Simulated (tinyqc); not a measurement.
Trading HF for NH4F at fixed fluoride: speciation in dilute and buffered hydrofluoric acid, oxide etch rate and bath loading. Computed by tinyqc, a small Python program. Command: `OMP_NUM_THREADS=1 python tinyqc.py 3121441 3121442 out.jsonl hfetch walk`. One thread of a shared host (Intel(R) Xeon(R) Processor @ 2.30GHz), about 0.01 s of CPU time with the checks.

Concentrations stand for activities, NH4+ and Cl- are spectators, and water ionisation is neglected. H, F and HF2 denote the ions H+, F- and HF2-. The base temperature is 298 K.

Inputs (values chosen for the exercise, of the order of those for thermal oxide at room temperature): HF added = 0.078 mol/L; NH4F added = 0 mol/L; K1 = [H][F]/[HF] = 0.000693 mol/L; K2 = [HF2]/([HF][F]) = 4.52 L/mol; K3 = [H2F2]/[HF]^2 = 0 L/mol; rate constant of neutral HF k_a = 11 nm L/(min mol); rate constant of HF2 k_b = 67 nm L/(min mol).

Method:
- Fluoride balance: [HF] + [F] + 2 [HF2] + 2 [H2F2] = HF added + NH4F added. Acid balance: [H] + [HF] + [HF2] + 2 [H2F2] = HF added + HCl added. For a trial [H], [HF] = [H][F]/K1, and the fluoride balance is a quadratic in [F].
- Rate = k_a ([HF] + 2 [H2F2]) + k_b [HF2], an empirical two-term form.
- Total fluoride is held at HF + NH4F added, without HCl; x is the share added as HF.

Against x:
```
x         pH  [F] (mol/L)  [HF] (mol/L)  [HF2] (mol/L)  rate (nm/min)
0.05  4.5597     0.073165      0.002910      0.0009624        0.09649
0.15  4.0096     0.063801      0.009005      0.0025969        0.27305
0.30  3.5880     0.050554      0.018837      0.0043044        0.49561
0.40  3.3732     0.042285      0.025838      0.0049384        0.61509
0.50  3.1764     0.034495      0.033163      0.0051708        0.71123
0.60  2.9841     0.027223      0.040749      0.0050141        0.78418
0.75  2.6826     0.017451      0.052298      0.0041253        0.85167
0.90  2.3430     0.009607      0.062928      0.0027325        0.87529
1.00  2.1041     0.006013      0.068276      0.0018557        0.87536
```

[HF2] is largest at x = 0.5 and the rate at x = 1 among these rows; HF2 needs both HF and F.

Extremes, crossings and ranges named in words are read from the listed rows.
